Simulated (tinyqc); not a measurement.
Defect-molecule model of a vacancy with Jahn-Teller distortion: one step. Transition levels and the effective U. Three cases, with inputs chosen for the exercise.

Question. From the energies W_n of the relaxed states with n = 0, 1, 2 electrons: E(2+/+) = W1 - W0, E(+/0) = W2 - W1, U_eff = E(+/0) - E(2+/+), E(2+/0) = (W2 - W0)/2.

Case 1.

States:

| n | charge | Q_n (angstrom) | gain (eV) | W_n (eV) |
|---|---|---|---|---|
| 0 | 2+ | 0.000000 | 0.000000 | 0.000000 |
| 1 | + | 0.152500 | 0.186050 | 0.113950 |
| 2 | 0 | 0.305000 | 0.744200 | 0.175800 |

Case 2.

States:

| n | charge | Q_n (angstrom) | gain (eV) | W_n (eV) |
|---|---|---|---|---|
| 0 | 2+ | 0.000000 | 0.000000 | 0.000000 |
| 1 | + | 0.130263 | 0.128961 | 0.141039 |
| 2 | 0 | 0.260526 | 0.515842 | 0.214158 |

Case 3.

States:

| n | charge | Q_n (angstrom) | gain (eV) | W_n (eV) |
|---|---|---|---|---|
| 0 | 2+ | 0.000000 | 0.000000 | 0.000000 |
| 1 | + | 0.146053 | 0.162118 | 0.077882 |
| 2 | 0 | 0.292105 | 0.648474 | 0.231526 |

Give: levels above Ev; U_eff.

Answer.

Case 1.

levels above Ev (eV): (2+/+) 0.1139, (+/0) 0.0619, (2+/0) 0.0879

U_eff = -0.0521 eV

U_eff < 0: the second electron is bound more strongly than the first, the + state is never the lowest, and the charge changes by two at 0.0879 eV.

Case 2.

levels above Ev (eV): (2+/+) 0.1410, (+/0) 0.0731, (2+/0) 0.1071

U_eff = -0.0679 eV

U_eff < 0: the second electron is bound more strongly than the first, the + state is never the lowest, and the charge changes by two at 0.1071 eV.

Case 3.

levels above Ev (eV): (2+/+) 0.0779, (+/0) 0.1536, (2+/0) 0.1158

U_eff = 0.0758 eV

U_eff > 0: the + state is the lowest for mu between 0.0779 and 0.1536 eV. The vacancy in silicon is known as a negative-U centre; these values fall on the other side of the balance.

Computed by tinyqc, one run a case: `OMP_NUM_THREADS=1 python tinyqc.py N N+1 out.jsonl` with N = 1452482, 1452621, 1452685; one thread of a shared Intel(R) Xeon(R) Processor @ 2.30GHz, about 0.01 s a run at most.
